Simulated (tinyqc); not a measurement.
Inside a calculation: six-band Luttinger-Kohn model with strain. Values are carried at full precision from step to step, so a last printed digit may differ when a step is redone from the rounded ones.

Constants: hbar^2/2m0 = 3.80998211 eV angstrom^2.

Inputs chosen for the exercise (near those of InSb; shifted at random, so the results belong to these values and not to a real crystal): C11 = 70.5 GPa; C12 = 36.6 GPa; C44 = 30.9 GPa; load = uniaxial [001] (kind of stress); X = 2.17 GPa (stress); Dso = 0.818 eV (spin-orbit splitting); g1 = 35.02 (Luttinger gamma1); g2 = 15.47 (gamma2); g3 = 16.54 (gamma3); av = 0.36 eV (valence hydrostatic potential); b = -2.06 eV (tetragonal shear potential); d = -4.8 eV (trigonal shear potential); k = (0.008, 0.001, 0.003) 1/angstrom (wave vector); kmax = 0.02 1/angstrom (end of the path).

## Strain from a uniaxial [001] stress

s11 = (C11 + C12)/((C11 - C12)(C11 + 2 C12)), s12 = -C12/((C11 - C12)(C11 + 2 C12)), s44 = 1/C44; exx = s11 sxx + s12 (syy + szz) and cyclic, exy = s44 sxy/2; tension is positive. A uniaxial stress X along the unit vector n is s_ij = X n_i n_j.

s11, s12, s44 (1/TPa): 21.9853  -7.5132  32.3625

strain tensor:
```
,x,y,z
x,-0.016304,0.000000,0.000000
y,0.000000,-0.016304,0.000000
z,0.000000,0.000000,0.047708
```

The volume changes by +1.510 %; there is no shear in the cubic axes, so d does not enter.

## The terms P, Q, R, S at one k

P = c g1 k^2 - av tr(e); Q = c g2 (kx^2 + ky^2 - 2 kz^2) - (b/2)(exx + eyy - 2 ezz); R = c sqrt3 [-g2 (kx^2 - ky^2) + 2i g3 kx ky] + (sqrt3/2) b (exx - eyy) - i d exy; S = 2 c sqrt3 g3 (kx - i ky) kz - d (exz - i eyz); c = hbar^2/2m0, e the strain tensor (not engineering shear).

Form the four terms.

Terms (eV):
```
term,from k,from strain
P,0.00987,-0.00544
Q,0.00277,-0.13186
R,-0.00643+0.00175i,0.00000
S,0.00524-0.00065i,0.00000
```

## The Hamiltonian

Six-band Luttinger-Kohn model in the basis |3/2,3/2>, |3/2,1/2>, |3/2,-1/2>, |3/2,-3/2>, |1/2,1/2>, |1/2,-1/2>, electron energies, zero at the top of the unstrained valence band. H = -[rows: (P+Q, -S, R, 0, -S/r2, r2 R); (-S*, P-Q, 0, R, -r2 Q, r32 S); (R*, 0, P-Q, S, r32 S*, r2 Q); (0, R*, S*, P+Q, -r2 R*, -S*/r2); (-S*/r2, -r2 Q, r32 S, -r2 R, P+Dso, 0); (r2 R*, r32 S*, r2 Q, -S/r2, 0, P+Dso)], r2 = sqrt(2), r32 = sqrt(3/2). Levels are twofold.

Each term is the sum of its two parts.

H(k) (eV):
```
,3/2,3/2,3/2,1/2,3/2,-1/2,3/2,-3/2,1/2,1/2,1/2,-1/2
3/2,3/2,0.1247,0.0052-0.0007i,0.0064-0.0017i,0,0.0037-0.0005i,0.0091-0.0025i
3/2,1/2,0.0052+0.0007i,-0.1335,0,0.0064-0.0017i,-0.1826,-0.0064+0.0008i
3/2,-1/2,0.0064+0.0017i,0,-0.1335,-0.0052+0.0007i,-0.0064-0.0008i,0.1826
3/2,-3/2,0,0.0064+0.0017i,-0.0052-0.0007i,0.1247,-0.0091-0.0025i,0.0037+0.0005i
1/2,1/2,0.0037+0.0005i,-0.1826,-0.0064+0.0008i,-0.0091+0.0025i,-0.8224,0
1/2,-1/2,0.0091+0.0025i,-0.0064-0.0008i,0.1826,0.0037-0.0005i,0,-0.8224
```

## Levels and their make-up

Diagonalise H. The weights add +m and -m and are averaged over each pair; m is taken along z.

levels from the top, each twofold (eV): 0.1252  -0.0885  -0.8680

weights:
```
,top,second,third
|3/2,+-3/2>,0.998,0.002,0.000
|3/2,+-1/2>,0.002,0.940,0.058
|1/2,+-1/2>,0.000,0.058,0.942
```

The top pair is 100 % |3/2,+-3/2>, the second pair is 94 % |3/2,+-1/2> and the third pair is 94 % |1/2,+-1/2>.

## Band edges at k = 0
Diagonalise H at k = 0. The weights add +m and -m (m along z) and are averaged over each pair.

edges from the top (eV): 0.1373  -0.0790  -0.8600

weights at k = 0:
```
,top,second,third
|3/2,+-3/2>,1.000,0.000,0.000
|3/2,+-1/2>,0.000,0.939,0.061
|1/2,+-1/2>,0.000,0.061,0.939
```

The stress splits the top two pairs by 216.3 meV, 8.37 times kT at 300 K (25.85 meV); the third lies 997.3 meV below the top, against Dso = 818 meV without stress.

## The edges in closed form

With R = S = 0: P = -av tr(e), Q = -(b/2)(exx + eyy - 2 ezz), W = sqrt(Dso^2 + 2 Dso Q + 9 Q^2); E(HH) = -P - Q, E(LH) and E(SO) = -P + (Q - Dso +/- W)/2. Without the coupling to the split-off band E(LH) = -P + Q.

P = -0.00544 eV
Q = -0.13186 eV
W = 0.78095 eV

E(HH), E(LH), E(SO) (eV): 0.1373  -0.0790  -0.8600

E(LH) without the coupling = -0.1264 eV

The heavy-hole edge is on top. The coupling raises the light-hole edge by 47.4 meV; to lowest order it is 2 Q^2/Dso = 42.5 meV, with |Q|/Dso = 0.16.

## Polarisation of the edge transitions

In the basis X, Y, Z times spin, H(k = 0) has -Dso/3 + l exx + m (eyy + ezz) on the diagonal (cyclic) and n exy off it, l = av + 2 b, m = av - b, n = sqrt(3) d. Spin-orbit term (Dso/3) L.sigma on X, Y, Z with (L_k)_ij = -i epsilon_kij: <X+|H|Y+> = -i Dso/3, <X+|H|Z-> = Dso/3, <Y+|H|Z-> = -i Dso/3, <Z+|H|X-> = -Dso/3, <Z+|H|Y-> = i Dso/3, <X-|H|Y-> = i Dso/3, and their conjugates; + and - are the spin along z. The strength of a transition to an s-like conduction level for light polarised along the unit vector u is the weight of the orbital ux X + uy Y + uz Z in the valence state, summed over spin and averaged over the pair.

strain block of X, Y, Z (eV):
```
,X,Y,Z
X,0.13730,0,0
Y,0,0.13730,0
Z,0,0,-0.25829
```

Relative strengths:
```
polarisation,top,second,third
[100],0.500,0.289,0.211
[010],0.500,0.289,0.211
[001],0.000,0.421,0.579
[110],0.500,0.289,0.211
[1-10],0.500,0.289,0.211
[111],0.333,0.333,0.333
```

The top pair is strongest for light along [100], [010], [110] and [1-10] (0.500) and weakest along [001] (0.000); without strain every direction has 1/3 on average over the fourfold top. For each polarisation the three pairs add up to 1.

## Hole masses at the edges

Curvature at k = 0: m/m0 = -2 c h^2/(E(h u) + E(-h u) - 2 E(0)) with h = 0.0002 1/angstrom along the unit vector u.

Hole masses (m0):
```
direction,top,second,third
[110],0.020,0.032,0.042
[1-10],0.020,0.032,0.042
[100],0.020,0.032,0.042
[001],0.245,0.023,0.017
```

Of the directions listed, the top pair is lightest along [110], [1-10] and [100] (0.020) and heaviest along [001] (0.245). These masses hold only for hole energies well below the splitting of 216 meV.

## Bands along [110] and [001]

Six points from 0 to kmax in each direction.

Levels (eV):
```
direction,|k| (1/angstrom),top,second,third,"top, no stress","second, no stress"
[110],0.000,0.1373,-0.0790,-0.8600,0.0000,0.0000
[110],0.004,0.1343,-0.0809,-0.8614,-0.0002,-0.0041
[110],0.008,0.1254,-0.0869,-0.8658,-0.0006,-0.0163
[110],0.012,0.1119,-0.0978,-0.8735,-0.0013,-0.0363
[110],0.016,0.0954,-0.1149,-0.8848,-0.0024,-0.0634
[110],0.020,0.0781,-0.1396,-0.9004,-0.0037,-0.0966
[001],0.000,0.1373,-0.0790,-0.8600,0.0000,0.0000
[001],0.004,0.1371,-0.0816,-0.8635,-0.0002,-0.0040
[001],0.008,0.1363,-0.0894,-0.8742,-0.0010,-0.0159
[001],0.012,0.1351,-0.1019,-0.8925,-0.0022,-0.0355
[001],0.016,0.1333,-0.1186,-0.9188,-0.0040,-0.0620
[001],0.020,0.1311,-0.1388,-0.9541,-0.0062,-0.0948
```

## Checks

- Levels against the same model in the basis X, Y, Z times spin: they agree to 1e-10 or better.
- Closed-form edges against the diagonalisation: they agree to 1e-10 or better.

Computed by tinyqc, a small Python program: `OMP_NUM_THREADS=1 python tinyqc.py 1050162 1050163 out.jsonl` (the numbers bound the seed that draws the inputs); one thread of a shared host (Intel(R) Xeon(R) Processor @ 2.30GHz), about 0.03 s for the whole set of steps.
